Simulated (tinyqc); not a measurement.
The first four gaps: longitudinal sound in a periodic multilayer: transfer matrices, stop bands and folded phonons. Computed by tinyqc, a small Python program. Command: `OMP_NUM_THREADS=1 python tinyqc.py 3011768 3011769 out.jsonl multilayer walk`. One thread of a shared host (Intel(R) Xeon(R) Processor @ 2.30GHz), about 0.01 s of CPU time with the checks.

Layers 1 and 2 repeat with period d = d_1 + d_2; waves travel normal to the layers, without loss. State vector (u, s): displacement u and stress divided by omega. Impedances Z = rho v are in 1e6 kg/(m^2 s).

Inputs (values chosen for the exercise, modelled on silica (layer 1), platinum (layer 2) and silica (substrate)):

| quantity | value | unit |
|---|---|---|
| density rho_1 | 2.16 | g/cm^3 |
| velocity v_1 | 6010 | m/s |
| thickness d_1 | 14.9 | nm |
| density rho_2 | 21.1 | g/cm^3 |
| velocity v_2 | 4060 | m/s |
| thickness d_2 | 10.2 | nm |
| substrate density | 2.21 | g/cm^3 |
| substrate velocity | 5850 | m/s |

Method:
- Z = rho v; interface reflection r = (Z_2 - Z_1)/(Z_2 + Z_1) (stress amplitude, from 1 into 2); Bragg frequency f_B = 1/[2 (d_1/v_1 + d_2/v_2)]; long-wave velocity v_eff = d/sqrt[(d_1/v_1)^2 + (d_2/v_2)^2 + (Z_1/Z_2 + Z_2/Z_1)(d_1/v_1)(d_2/v_2)].
- A layer maps (u, s) by [[cos p, sin p/Z], [-Z sin p, cos p]], p = 2 pi f d_i/v_i; one period is M = M_2 M_1, and cos(q d) = trace(M)/2.
- Gap m contains m f_B; its edges, where trace(M)/2 = (-1)^m, are found by root search. Weak-contrast estimate of the width: (4 f_B/pi) |r sin(m pi a)|, a = (d_1/v_1)/(d_1/v_1 + d_2/v_2).

Bragg frequency f_B = 100.170 GHz

Z_1 = 12.9816

Z_2 = 85.666

interface reflection r = 0.736809

Stop bands (GHz):

| m | lower edge | upper edge | width | weak-contrast estimate |
|---|---|---|---|---|
| 1 | 47.35 | 152.98 | 105.64 | 93.968 |
| 2 | 199.37 | 201.32 | 1.96 | 1.958 |
| 3 | 247.71 | 353.29 | 105.58 | 93.927 |
| 4 | 398.73 | 402.65 | 3.92 | 3.916 |

What follows from these numbers?

With a = 0.497, gap 1 is the widest and gap 2 the narrowest: the layers are near a quarter wave each at f_B, so the even gaps almost close. The weak-contrast estimate misses the first width by -11.0 % at |r| = 0.74. Odd gaps open at the edge of the folded zone (q = pi/d), even ones at its centre.
